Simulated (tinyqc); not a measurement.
# Hexagonal on-chip spiral inductor, lumped pi model: effects of single changes

Outer diameter do = di + 2 n wd + 2 (n - 1) sp, mean da = (do + di)/2, fill p = (do - di)/(do + di), length l = 3.464 n da. L = 2.33 mu0 n^2 da/(1 + 3.82 p), mu0 = 4 pi 1e-7 H/m. Rs = rho l/(wd delta (1 - exp(-th/delta))), delta = sqrt(rho/(pi f mu0)). Cs = n wd^2 eps0 eo/hu across the coil. At each end Cox = l wd eps0 eo/(2 ho) leads to the substrate branch Rsi = 2 rs he/(l wd) in parallel with Csi = l wd eps0 11.7/(2 he). With one end grounded Y = 1/(Rs + i w L) + i w Cs + 1/[1/(i w Cox) + 1/(1/Rsi + i w Csi)], w = 2 pi f; Q = -Im Y/Re Y. Eddy currents in neighbouring turns and in the substrate are left out.

Parameters, values chosen for the exercise; values of the order met in silicon radio-frequency processes:

| symbol | value | unit | meaning |
|---|---|---|---|
| n | 5.5 |  | number of turns |
| wd | 8 | um | line width |
| sp | 2 | um | space between turns |
| di | 40 | um | inner diameter |
| th | 0.9 | um | metal thickness |
| rho | 1.9 | uohm cm | metal resistivity |
| ho | 4.8 | um | oxide below the coil |
| hu | 1.5 | um | oxide between coil and underpass |
| eo | 3.9 |  | relative permittivity of the oxide |
| rs | 10 | ohm cm | substrate resistivity |
| he | 50 | um | effective spreading depth in the substrate |
| f | 0.9 | GHz | frequency |

Constants: eps0 = 8.8541878128e-12 F/m. Results are converted to the units shown.

Each table varies one quantity; the others keep the values above.

## Quality factor against frequency

Apparent inductance Im(1/Y)/w; share of the loss Re(substrate branch)/Re Y.

Quality factor against frequency:

| f (GHz) | Rs (ohm) | w L/Rs | Q | apparent inductance (nH) | loss in the substrate (%) |
|---|---|---|---|---|---|
| 0.36 | 5.275 | 1.112 | 1.110 | 2.593 | 0.01095 |
| 0.6 | 5.458 | 1.791 | 1.785 | 2.596 | 0.05805 |
| 0.97 | 5.684 | 2.780 | 2.755 | 2.603 | 0.3121 |
| 1.6 | 5.993 | 4.349 | 4.210 | 2.622 | 1.785 |
| 2.6 | 6.391 | 6.627 | 5.891 | 2.662 | 8.201 |
| 4.2 | 6.913 | 9.897 | 6.857 | 2.742 | 25.94 |
| 6.9 | 7.639 | 14.71 | 5.961 | 2.925 | 53.22 |
| 11 | 8.557 | 20.94 | 3.808 | 3.404 | 74.54 |
| 19 | 10.04 | 30.83 | 0.8040 | 4.389 | 88.77 |

Q goes from 1.11 through a maximum of 6.86 (at f = 4.2 GHz among the rows listed) to 0.804; the exact peak is 6.86 at 4.35 GHz and Q reaches zero at the self-resonance, 21.8 GHz. The share of the substrate rises from 0.0109 to 88.8 %, and the apparent inductance ends at 1.69 times L. At the peak the substrate takes 27.7 % of the loss. For f = 19 the coil is longer than 0.15 of a wavelength in the oxide, where one lumped section is rough.

## Effect of the number of turns

Same model as above.

Peak Q and its frequency from a search over f; self-resonance where Im Y = 0; Q at the given f (negative beyond resonance).

Effect of the number of turns:

| n | L (nH) | do (um) | peak Q | f of the peak (GHz) | self-resonance (GHz) | Q at f |
|---|---|---|---|---|---|---|
| 1.5 | 0.1803 | 66.00 | 20.19 | 61.40 | 187.8 | 1.162 |
| 2.5 | 0.4815 | 86.00 | 14.18 | 23.85 | 85.38 | 1.566 |
| 3.5 | 0.9602 | 106.0 | 10.46 | 11.95 | 49.07 | 1.923 |
| 4.5 | 1.652 | 126.0 | 8.212 | 6.812 | 31.66 | 2.258 |
| 5.5 | 2.593 | 146.0 | 6.862 | 4.347 | 21.84 | 2.577 |
| 6.5 | 3.819 | 166.0 | 6.012 | 3.088 | 15.70 | 2.879 |
| 8.5 | 7.273 | 206.0 | 4.970 | 1.902 | 8.606 | 3.405 |

As n goes from 1.5 to 8.5, L rises from 0.180 to 7.27 nH, the peak Q falls from 20.2 to 4.97, its frequency falls from 61.4 to 1.90 GHz and the self-resonance falls from 188 to 8.61 GHz.

Numbers from tinyqc (`OMP_NUM_THREADS=1 python tinyqc.py 2302093 2302094 out.jsonl`; about 0.01 s on one thread of a shared Intel Xeon 2.30GHz).
